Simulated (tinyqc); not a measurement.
## One-dimensional ballistic tunnel FET, two-band WKB: effect of temperature

A p-type source for x < 0 with its Fermi level at 0 and its valence edge at ds; in the channel the bands fall as D exp(-x/lam) towards their flat values, with the conduction edge at Ec = ds - dP and D = dP + Eg. The gate moves dP one to one. The drain Fermi level lies at -Vd and the drain side reflects nothing. For w = E - Ec between 0 and dP an electron crosses the gap. Two-band dispersion with equal masses m: inside the gap kappa = sqrt(m u (1 - u/Eg)/C), u the distance from a band edge, C = hbar^2/(2 m0).

S(w) = 2 lam int_0^Eg kappa(u) du/(w + Eg - u) = 2 pi lam sqrt(m/(C Eg)) [w + Eg/2 - sqrt(w (w + Eg))], T(w) = exp(-S). I = g (2 q^2/h) int_0^dP T(w) [f(E) - f(E + Vd)] dw, E = ds - dP + w, f(x) = 1/(1 + exp(x/Vt)). Swing = d(dP)/d(log10 I).

Inputs (values chosen for the exercise); band and dielectric values close to those of indium arsenide:
- Eg = 0.352 eV (band gap)
- m = 0.028 m0 (band-edge mass of the two-band model)
- lam = 4.1 nm (screening length of the source junction)
- ds = 0.2 eV (source valence edge above the source Fermi level)
- Vd = 0.1 V (drain bias)
- g = 1 (number of degenerate subbands (spin apart))
- dP = 0.33 eV (tunnelling window Ev(source) - Ec(channel))

Constants: q = 1.602176634e-19 C, kB = 1.380649e-23 J/K, hbar = 1.054571817e-34 J s, h = 6.62607015e-34 J s, m0 = 9.1093837015e-31 kg, Vt = kB T/q, hbar^2/(2 m0) = 0.0380998212 eV nm^2. Results are converted to the units shown.

Results:
```
T (K),I (uA),swing (mV/decade),Vt ln 10 (mV/decade)
77,0.5759,170.8,15.28
150,0.5793,174.7,29.76
200,0.5838,179.4,39.68
300,0.5978,192.9,59.53
350,0.6067,201.1,69.45
400,0.6162,209.9,79.37
```

Estimate the missing row, T = 250 K.

Computed row:
```
T (K),I (uA),swing (mV/decade),Vt ln 10 (mV/decade)
250,0.5900,185.6,49.61
```

With this row back in the table: I rises from 0.576 to 0.616 uA, and the swing rises from 171 to 210 mV/decade, while the thermionic limit rises from 15.3 to 79.4 mV/decade. Gap and mass are held fixed. In every row S at w = dP is below 2, where a WKB prefactor of 1 is a rough guess.

tinyqc, about 0.01 s, one thread, Intel Xeon 2.30GHz (shared host): `OMP_NUM_THREADS=1 python tinyqc.py 2620130 2620131 out.jsonl`
